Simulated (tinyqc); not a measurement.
Tight binding, kagome lattice, step by step. One step of it, computed by the program tinyqc.

Task: Bloch Hamiltonian at k. H_AB = -t1 - t2 exp(-i k.a1), H_AC = -t1 - t2 exp(-i k.a2), H_BC = -t1 - t2 exp(i k.(a1 - a2)), H_CC = delta.

Parameters chosen for this model:
```
parameter     value                unit
t1         1.590000    eV, up triangles
t2         1.590000  eV, down triangles
delta             0        eV on site C
```

k point k (fractions of the reciprocal vectors): 0.260000  -0.160000

Give: H(k) at k.

Result:

H(k) at k (eV):
```
                 A                B                C
A           0.0000  -1.4902+1.5869i  -2.4420-1.3425i
B  -1.4902-1.5869i           0.0000  -0.1967-0.7660i
C  -2.4420+1.3425i  -0.1967+0.7660i           0.0000
```
